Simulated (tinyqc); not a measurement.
# Doping from two capacitances

Problem. An abrupt p-n junction obeys 1/C^2 = 2 (Vbi - V)/(q eps0 eps_r Ne), Ne = Na Nd/(Na + Nd), Vbi = Vt ln(Na Nd/ni^2), V the bias of the p side. Nd is known to be the larger doping. Find Ne, Vbi, Na and Nd.

Parameters, values chosen for the exercise:
```
symbol,value,unit,meaning
T,300,K,temperature
eps_r,14.1,,relative permittivity
```

Constants: q = 1.602176634e-19 C, kB = 1.380649e-23 J/K, Vt = kB T/q, eps0 = 8.8541878128e-14 F/cm where lengths are in cm. Results are converted to the units shown.

C at V = -0.2 and -2.7 V (nF/cm^2): [63.924651, 31.835228]
ni = 1.0075591e12 cm^-3

Answer. The slope of 1/C^2 against -V gives Ne and its intercept Vbi. Then Na Nd = ni^2 exp(Vbi/Vt) and Na + Nd = Na Nd/Ne, so both are roots of one quadratic.

Ne = 3.37e16 cm^-3
Vbi = 0.625 V
Na = 3.50e16 cm^-3
Nd = 9.00e17 cm^-3

Computed by the program tinyqc: `OMP_NUM_THREADS=1 python tinyqc.py 2000108 2000109 out.jsonl`, one thread of a shared Intel Xeon 2.30GHz, about 0.03 s for the whole run.
